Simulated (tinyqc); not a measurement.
Cooling rate: nucleation and growth of vacancy voids in a cooling silicon-like crystal. Computed by tinyqc, a small Python program. Command: `OMP_NUM_THREADS=1 python tinyqc.py 3025877 3025878 out.jsonl voids walk`. One thread of a shared host (Intel(R) Xeon(R) Processor @ 2.30GHz), about 0.3 s of CPU time with the checks.

Spherical voids; vacancies are lost only to voids.

Inputs (values chosen for the exercise, for a model crystal):

| quantity | value | unit |
|---|---|---|
| vacancy density at the melting point C_m | 5.1e+14 | 1/cm^3 |
| formation energy E_f | 4.27 | eV |
| melting point T_m | 1685 | K |
| diffusion prefactor D0 | 0.00037 | cm^2/s |
| migration energy E_m | 0.38 | eV |
| site density rho | 5e+22 | 1/cm^3 |
| void surface energy gamma | 0.807 | J/m^2 |
| cooling rate q | 4.2 | K/min |
| vacancy excess C0 | 2.6e+13 | 1/cm^3 |
| temperature step | 0.2 | K |

Vacancy supply: given.

Constants: k_B = 8.617333262e-05 eV/K; k_B = 1.380649e-23 J/K.

Method:
- C = C0 as given.
- C_e = C_m exp[-(E_f/k_B)(1/T - 1/T_m)]; D = D0 exp(-E_m/(k_B T)); f = k_B T ln(C/C_e); r* = 2 gamma/(rho f); W* = 16 pi gamma^3/(3 rho^2 f^2); Z = f/sqrt(12 pi W* k_B T); I = rho Z (4 pi r* D C) exp(-W*/(k_B T)).
- March down from 1500 K in steps dT, dt = dT/q, with values at the upper end of each step: a class of I dt voids is born with r*; then all classes grow by r^2 += 2 D (C - C_e) dt/rho; C falls by the vacancies added to voids. Stop at 1150 K. T_n is the T of the largest I, N the final count (classes under 1e-6 /cm^3 are dropped), and the mean radius the number average.

initial excess C = 2.60e+13 1/cm^3

At fixed C:

| q (K/min) | T_n (K) | N (1/cm^3) | mean radius (nm) |
|---|---|---|---|
| 0.42 | 1390.6 | 7.7818e+05 | 53.909 |
| 1.10 | 1386.8 | 3.2003e+06 | 33.628 |
| 2.10 | 1384.2 | 8.2656e+06 | 24.499 |
| 4.20 | 1381.2 | 2.2832e+07 | 17.451 |
| 8.40 | 1378.0 | 6.2966e+07 | 12.438 |
| 17.00 | 1374.6 | 1.7621e+08 | 8.821 |
| 42.00 | 1369.8 | 6.5540e+08 | 5.689 |

What does the comparison show, and why?

Over the rows N goes as q^1.46 and the radius as q^-0.49, near the 3/2 and -1/2 of the scaling argument (depletion time 1/(4 pi N r D) equal to the time in the nucleation range, at fixed N r^3). T_n drops only 21 K for a factor 100 in q. Fast cooling gives many small voids, which an anneal can dissolve.

Extremes, crossings and ranges named in words are read from the listed rows.
